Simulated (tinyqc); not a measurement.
Inside a calculation: density of states of one tight-binding band of a chain. Values are carried at full precision from step to step, so a last printed digit may differ when a step is redone from the rounded ones.

E(k) = -2 t cos(2 pi k) - 2 t2 cos(4 pi k); k in fractions of the reciprocal vectors, mesh k_i = j/N with j = 0 .. N-1. Densities are per cell and per spin, so the band holds one state.

Inputs chosen for the exercise: t = 0.37 eV (nearest hopping); t2 = 0 eV (second hopping); N = 10 (mesh points along each axis); bins = 6 (bins of the histogram); E_lo = -0.813 eV (lower end of the histogram); E_hi = 0.817 eV (upper end); E = 0.17 eV (energy at which the density is wanted); sigma = 0.074 eV (Gaussian width).

## Energies on the mesh

Evaluate the band at all 10 points and collect equal values.

Distinct energies:
```
E_k (eV)  points
-0.7400        1
-0.5987        2
-0.2287        2
0.2287         2
0.5987         2
0.7400         1
```

The 10 points give 6 distinct energies between -0.7400 and 0.7400 eV; a dense mesh gives a band from -0.740 to 0.740 eV.

## Histogram

Count the points in equal bins from E_lo to E_hi; g = count/(all points x bin width).

Histogram:
```
from (eV)  to (eV)  points  g (1/eV)
-0.8130    -0.5413       3    1.1043
-0.5413    -0.2697       0    0.0000
-0.2697     0.0020       2    0.7362
0.0020      0.2737       2    0.7362
0.2737      0.5453       0    0.0000
0.5453      0.8170       3    1.1043
```

Empty bins: 2 of 6; the fullest holds 3 points. Empty bins inside the band come from the coarse mesh, not from gaps.

## Gaussian broadening at one energy

Gaussian broadening: g(E) = mean over the mesh of exp(-(E - E_k)^2/(2 sigma^2))/(sigma sqrt(2 pi)), n(E) = mean of erfc((E_k - E)/(sigma sqrt 2))/2.

Sum over the distinct energies with their counts.

n(E) = 0.5428
g(E) = 0.7874 1/eV

## Sum over all linear segments

Each interval of the mesh is a segment with E linear in k: n = (E - e1)/(e2 - e1), g = 1/(e2 - e1) between its end values.

Average n and g over all pieces of the mesh. The reference uses the same method with N = 4000.

n(E) = 0.5743
g(E) = 0.4373 1/eV
reference n(E) = 0.574
reference g(E) = 0.442 1/eV

On this mesh the linear method errs by -0.005 1/eV in g and +0.001 in n; the Gaussian sum erred by +0.345 and -0.031.

## Checks

- States below the top of the band by the linear method against one: both 1.000000.
- Reference g(E) against 1/(pi sqrt(4 t^2 - E^2)): both 0.442.

tinyqc: `OMP_NUM_THREADS=1 python tinyqc.py 1680342 1680343 out.jsonl`; about 0.02 s, one thread, shared Intel(R) Xeon(R) Processor @ 2.30GHz.
